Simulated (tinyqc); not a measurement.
Surface photovoltage measurement of the minority-carrier diffusion length in a wafer: one step, computed by the program tinyqc. Command: `OMP_NUM_THREADS=1 python tinyqc.py 3130043 3130044 out.jsonl spv walk`. One thread of a shared host (Intel(R) Xeon(R) Processor @ 2.30GHz), about 0.01 s of CPU time with the checks.

Low injection, steady light, a depletion layer much thinner than 1/alpha and L. The excess density dn is taken at the front edge of the neutral region; light that reaches the back is lost.

Problem. The linear plot. alpha = (84.732/lambda - 76.417)^2 per cm with lambda in micrometre (an empirical fit for silicon between 0.7 and 1.05 micrometre). Thick wafer: dn = Phi L/((S_f + D/L)(L + 1/alpha)). Finite wafer, with s = S_b L/D, w = W/L, a = alpha L: dn = [Phi a/(a^2 - 1)] [a - B - exp(-alpha W)(a - s)/(cosh w + s sinh w)]/(S_f + B D/L), B = (sinh w + s cosh w)/(cosh w + s sinh w). Readings y = (Phi/dn) (1 + noise x g) at 780, 830, 880, 920, 950, 975 and 995 nm; a least-squares line y = c (1/alpha + L_app) gives L_app = intercept/slope.

Inputs (values chosen for the exercise, modelled on p-type silicon at room temperature): diffusion length L = 380 micrometre; wafer thickness W = 300 micrometre; diffusivity D = 29.6 cm^2/s; front recombination velocity S_f = 45000 cm/s; back recombination velocity S_b = 660 cm/s; photon flux entering = 8.5e+13 1/(cm^2 s); relative noise of each reading = 0.5 %.

normal deviates g for the noise: [-0.94, 0.42, -2.76, 0.59, 0.40, 0.19, -0.69]

Give: the table «Readings» with the columns 1/alpha (micrometre), y (cm/s), line (cm/s), for lambda (nm) = 780, 830, 880, 920, 950, 975, 995; slope; apparent length L_app; error of L_app (rounded to 0.001).

Solution.

Readings:
```
lambda (nm)  1/alpha (micrometre)  y (cm/s)  line (cm/s)
780                           9.6     46652        46346
830                          15.2     47614        47111
880                          25.3     48014        48513
920                          40.7     50610        50630
950                          61.3     53093        53477
975                          90.9     57220        57570
995                         130.9     63534        63089
```

slope = 138.1 cm/(s micrometre)

apparent length L_app = 326.0 micrometre

error of L_app (rounded to 0.001) = -14.207 %

Without noise the error would be -13.5 %, from the finite thickness at W/L = 0.8. S_f scales all readings alike and leaves L_app unchanged.
